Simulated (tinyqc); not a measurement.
Polytypes and stacking faults of a tetrahedral semiconductor in an axial Ising model with couplings up to third neighbours. Inputs raised by 2 %, one at a time. Computed by tinyqc, a small Python program. Command: `OMP_NUM_THREADS=1 python tinyqc.py 3007587 3007588 out.jsonl polytype sens`. One thread of a shared host (Intel(R) Xeon(R) Processor @ 2.30GHz), about 0.01 s of CPU time with the checks.

Each double layer has s = +1 or -1 for the sense of its stacking step; E per pair of atoms = E0 - sum_n J_n <s_i s_(i+n)>, n = 1, 2, 3. Hexagonality h = (1 - <s_i s_(i+1)>)/2.

Inputs (values chosen for the exercise, for a model crystal):

| quantity | value | unit |
|---|---|---|
| J1 | 11.2 | meV/pair |
| J2 | -0.544 | meV/pair |
| J3 | -0.18 | meV/pair |
| basal lattice constant a | 4 | angstrom |
| shear modulus G | 50.1 | GPa |
| Poisson ratio nu | 0.21 | - |
| binding energy of the fault level E_b | 0.08 | eV |
| in-plane mass m | 0.34 | m0 |
| effective density of states N_c at 300 K | 1.1e+19 | 1/cm^3 |
| electron density n | 7.2e+17 | 1/cm^3 |
| temperature T | 300 | K |

Host polytype: 3C.

fault coefficients k_n:
```
               J1  J2  J3
intrinsic       4   4   4
extrinsic       4   8   8
twin boundary   2   4   6
```

Constants: 1 eV/angstrom^2 = 16.02176634 J/m^2; m_0 = 9.1093837015e-31 kg; hbar = 1.054571817e-34 J s; k_B = 1.380649e-23 J/K; k_B = 8.617333262e-05 eV/K.

Method:
- Faults in 3C: the sequences intrinsic (-), extrinsic (--), twin boundary (+ turns to -) are put between perfect repeats; k_n = (layers x C_n of the host) - sum_i s_i s_(i+n). gamma = sum k_n J_n/A, A = (sqrt 3/2) a^2; 1 meV/angstrom^2 = 16.02177 mJ/m^2.
- Screw line, bounded by the intrinsic fault of energy gamma: b = a, partials b_p = a/sqrt 3; d = G b_p^2 (2 - 3 nu)/(8 pi gamma (1 - nu)). One partial is driven off by the shear stress gamma/b_p along its Burgers vector.
- The fault binds electrons in a two-dimensional band E_b below the conduction edge, g2 = m m0/(pi hbar^2) for one valley. With the Fermi level held by the bulk, eta = ln[n/N_c(T)], N_c(T) = N_c (T/300)^1.5, the grand potential falls by g2 (k_B T)^2 F1(x), x = eta + E_b/(k_B T), F1(x) = integral from 0 to infinity of ln(1 + exp(x - t)) dt; sheet density g2 k_B T ln(1 + e^x). Band bending by the trapped charge is left out, so the gain is an upper bound.
- Net fault energy = gamma of the intrinsic fault less the electronic gain.

Runs:

| input moved | from | to | energy of the glide fault, intrinsic (mJ/m^2) | splitting width d (nm) | electronic gain (mJ/m^2) | sheet density (1/cm^2) |
|---|---|---|---|---|---|---|
| base run | - | - | 48.45 | 3.805 | 0.1694 | 3.283e+12 |
| J1 (meV/pair) | 11.2 | 11.424 | 49.49 | 3.726 | 0.1694 | 3.283e+12 |
| J2 (meV/pair) | -0.544 | -0.55488 | 48.40 | 3.809 | 0.1694 | 3.283e+12 |
| J3 (meV/pair) | -0.18 | -0.1836 | 48.44 | 3.806 | 0.1694 | 3.283e+12 |
| basal lattice constant a (angstrom) | 4 | 4.08 | 46.57 | 4.119 | 0.1694 | 3.283e+12 |
| shear modulus G (GPa) | 50.1 | 51.102 | 48.45 | 3.881 | 0.1694 | 3.283e+12 |
| electron density n (1/cm^3) | 7.2e+17 | 7.344e+17 | 48.45 | 3.805 | 0.1721 | 3.326e+12 |
| effective density of states N_c at 300 K (1/cm^3) | 1.1e+19 | 1.122e+19 | 48.45 | 3.805 | 0.1667 | 3.240e+12 |

Exponents ln(y'/y) / ln(x'/x):

| input | energy of the glide fault, intrinsic | splitting width d | electronic gain | sheet density |
|---|---|---|---|---|
| J1 | 1.068 | -1.068 | 0.000 | 0.000 |
| J2 | -0.052 | 0.052 | 0.000 | 0.000 |
| J3 | -0.017 | 0.017 | 0.000 | 0.000 |
| basal lattice constant a | -2.000 | 4.000 | 0.000 | 0.000 |
| shear modulus G | 0.000 | 1.000 | 0.000 | 0.000 |
| electron density n | 0.000 | 0.000 | 0.802 | 0.659 |
| effective density of states N_c at 300 K | 0.000 | 0.000 | -0.804 | -0.663 |

Among the inputs moved here: energy of the glide fault, intrinsic answers most in size to basal lattice constant a (exponent -2.000), next to J1 (+1.068); its exponent is below 0.0005 for shear modulus G, electron density n, effective density of states N_c at 300 K. Its exponent -2.000 in basal lattice constant a: energy per area of the basal cell. Splitting width d answers most in size to basal lattice constant a (exponent +4.000), next to J1 (-1.068); its exponent is below 0.0005 for electron density n, effective density of states N_c at 300 K. electronic gain answers most in size to effective density of states N_c at 300 K (exponent -0.804), and about equally to electron density n (+0.802); its exponent is below 0.0005 for J1, J2, J3, basal lattice constant a, shear modulus G. sheet density answers most in size to effective density of states N_c at 300 K (exponent -0.663), and about equally to electron density n (+0.659); its exponent is below 0.0005 for J1, J2, J3, basal lattice constant a, shear modulus G.
